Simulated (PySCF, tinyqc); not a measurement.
Inside a calculation. Method: MP2 on RHF in the 6-31g basis, for H3+, spin multiplicity 1. The lowest restricted solution is unstable here: a spin-polarised one lies 0.0044 hartree lower (PySCF). One step of it, computed by the program tinyqc.

Task: Orthogonalisation. S = U s U^T; symmetric (Loewdin) form X = U s^(-1/2) U^T, so that X^T S X = 1.

overlap S:
```
          1H 1s     1H 2s     2H 1s     2H 2s     3H 1s     3H 2s
1H 1s  1.000000  0.658292  0.144773  0.333850  0.144773  0.333850
1H 2s  0.658292  1.000000  0.333850  0.659187  0.333850  0.659187
2H 1s  0.144773  0.333850  1.000000  0.658292  0.000892  0.043889
2H 2s  0.333850  0.659187  0.658292  1.000000  0.043889  0.188814
3H 1s  0.144773  0.333850  0.000892  0.043889  1.000000  0.658292
3H 2s  0.333850  0.659187  0.043889  0.188814  0.658292  1.000000
```

Give: eigenvalues of S; X.

Result:

eigenvalues of S: 0.0942  0.2836  0.3948  0.8581  1.5267  2.8426

X:
```
         1H 1s    1H 2s    2H 1s    2H 2s    3H 1s    3H 2s
1H 1s   1.2746  -0.5933   0.0049   0.0635   0.0049   0.0635
1H 2s  -0.5933   2.1643   0.0121  -0.7520   0.0121  -0.7520
2H 1s   0.0049   0.0121   1.2546  -0.4997  -0.0082   0.0283
2H 2s   0.0635  -0.7520  -0.4997   1.6305   0.0283   0.2061
3H 1s   0.0049   0.0121  -0.0082   0.0283   1.2546  -0.4997
3H 2s   0.0635  -0.7520   0.0283   0.2061  -0.4997   1.6305
```
